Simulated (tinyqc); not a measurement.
Semiconductor laser, carrier and photon rate equations: effect of the gain coefficient on threshold and bandwidth.

Carrier density N and photon density S in one mode: dN/dt = F1 = eta I/(q V) - (A N + B N^2 + C N^3) - vg g S; dS/dt = F2 = G vg g S + G be B N^2 - S/tp, with g = g0 ln(N/Ntr)/(1 + ec S). Output power P = Fo Eph S V/(G tp). No heating, no carrier transport.

gth = 1/(G vg tp), Nth = Ntr exp(gth/g0), Ith = q V (A Nth + B Nth^2 + C Nth^3)/eta. N and S are the steady state (F1 = F2 = 0, S > 0). Jacobian, with a = g0/(N (1 + ec S)) and d = g/(1 + ec S): J11 = -(A + 2 B N + 3 C N^2) - vg a S, J12 = -vg d, J21 = G vg a S + 2 G be B N, J22 = G vg d - 1/tp. wR^2 = det J, gamma = -trace J, fR = wR/(2 pi); the response wR^2/(wR^2 - w^2 + i gamma w) falls to 1/sqrt(2) at w^2 = x + sqrt(x^2 + wR^4), x = wR^2 - gamma^2/2 (f3dB = w/(2 pi)).

Inputs (values chosen for the exercise): active volume V = 1.1e-11 cm^3; confinement factor G = 0.071; group velocity vg = 7.36e9 cm/s; transparency density Ntr = 1.4e18 cm^-3; gain compression ec = 1.4e-17 cm^3; photon lifetime tp = 2.9 ps; defect recombination coefficient A = 2.4e8 1/s; radiative coefficient B = 8.2e-11 cm^3/s; Auger coefficient C = 5e-30 cm^6/s; share of spontaneous emission into the mode be = 0.00017; injection efficiency eta = 0.72; share of cavity losses that is output Fo = 0.47; photon energy Eph = 1.46 eV; drive current I = 9 mA.

Constants: q = 1.602176634e-19 C. Results are converted to the units shown.

Effect of the gain coefficient on threshold and bandwidth:

| g0 (1/cm) | Ith (mA) | P (mW) | fR (GHz) | gamma (1/ns) | f3dB (GHz) |
|---|---|---|---|---|---|
| 1000 | 3.307 | 2.802 | 3.353 | 4.382 | 5.170 |
| 1300 | 2.606 | 3.152 | 4.372 | 5.468 | 6.745 |
| 1700 | 2.175 | 3.367 | 5.483 | 6.833 | 8.460 |
| 2100 | 1.950 | 3.480 | 6.428 | 8.178 | 9.915 |
| 2700 | 1.761 | 3.574 | 7.649 | 10.19 | 11.79 |
| 3500 | 1.626 | 3.641 | 9.040 | 12.88 | 13.92 |
| 4500 | 1.532 | 3.688 | 10.53 | 16.26 | 16.19 |

As g0 goes from 1000 to 4500 1/cm, Ith falls from 3.31 to 1.53 mA, fR rises from 3.35 to 10.5 GHz, gamma rises from 4.38 to 16.3 1/ns and f3dB rises from 5.17 to 16.2 GHz.

Numbers from tinyqc (`OMP_NUM_THREADS=1 python tinyqc.py 2840023 2840024 out.jsonl`; about 0.01 s on one thread of a shared Intel Xeon 2.30GHz).
